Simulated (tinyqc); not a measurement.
What each parameter does: six-band k.p model of the valence band of a wurtzite crystal.

At k = 0: E1 = D1c + D2c + Te + Le (pure HH); E2, E3 = Le + u +/- sqrt(u^2 + 2 D3c^2), u = (D1c - D2c + Te)/2, D1c = Dcr, D2c = D3c = Dso/3. The weight of LH in state 2 is fL = (E2 - Le)^2/((E2 - Le)^2 + 2 D3c^2). Relative strengths of transitions to the conduction band: for E perpendicular to c (TE) 1/2, fL/2, (1 - fL)/2; for E along c (TM) 0, 1 - fL, fL, with one momentum element for both directions.

Strain of a c-plane layer: exx = eyy = e_par, ezz = -2 (C13/C33) e_par; Le = D1 ezz + D2 (exx + eyy), Te = D3 ezz + D4 (exx + eyy).

Conduction edge: Ec = (top of the unstrained valence band) + Eg + (a1 + D1) ezz + (a2 + D2)(exx + eyy).

Inputs chosen for the exercise (near those of AlN; shifted at random, so the results belong to these values and not to a real crystal): Dcr = -0.1421 eV (crystal-field splitting); Dso = 0.0182 eV (spin-orbit splitting); Eg = 6.202 eV (direct gap at Gamma from the top of the unstrained valence band); a1 = -3.48 eV (gap potential along c); a2 = -11.73 eV (gap potential in the plane); D1 = -17.19 eV; D2 = 8.02 eV; D3 = 8.61 eV; D4 = -3.88 eV; C13 = 105 GPa; C33 = 384 GPa; e_par = -0.0205 (exx = eyy of a c-plane layer).

Splittings at k = 0 under the strain, fL and the lowest transition.

Results for these values:
```
case,E1 - E2 (meV),E1 - E3 (meV),fL,lowest transition (eV)
base,11.45,120.25,0.9937,6.5248
```

What happens to each result for C13 = 126 GPa, all else kept?

Answer: E1 - E2 rises from 11.45 to 11.56; E1 - E3 rises from 120.25 to 139.46; fL rises from 0.9937 to 0.9955; lowest transition falls from 6.5248 to 6.4977.

The same for each parameter in turn:
```
case,E1 - E2 (meV),E1 - E3 (meV),fL,lowest transition (eV)
base,11.45,120.25,0.9937,6.5248
D2 = 6.416 eV,11.45,120.25,0.9937,6.5248
C33 = 307.2 GPa,11.58,144.26,0.9958,6.4910
e_par = -0.0246,11.67,171.16,0.9971,6.5621
C13 = 126 GPa,11.56,139.46,0.9955,6.4977
D1 = -13.752 eV,11.45,120.25,0.9937,6.5248
D4 = -4.656 eV,11.61,151.92,0.9962,6.4930
Dcr = -0.17052 eV,11.21,92.07,0.9886,6.5532
a1 = -4.176 eV,11.45,120.25,0.9937,6.5170
```

D1 and D2 shift all valence edges and the conduction edge alike, so they drop out of splittings and transitions.

Program tinyqc; command `OMP_NUM_THREADS=1 python tinyqc.py 1050467 1050468 out.jsonl`; about 0.01 s on one thread of a shared Intel(R) Xeon(R) Processor @ 2.30GHz.
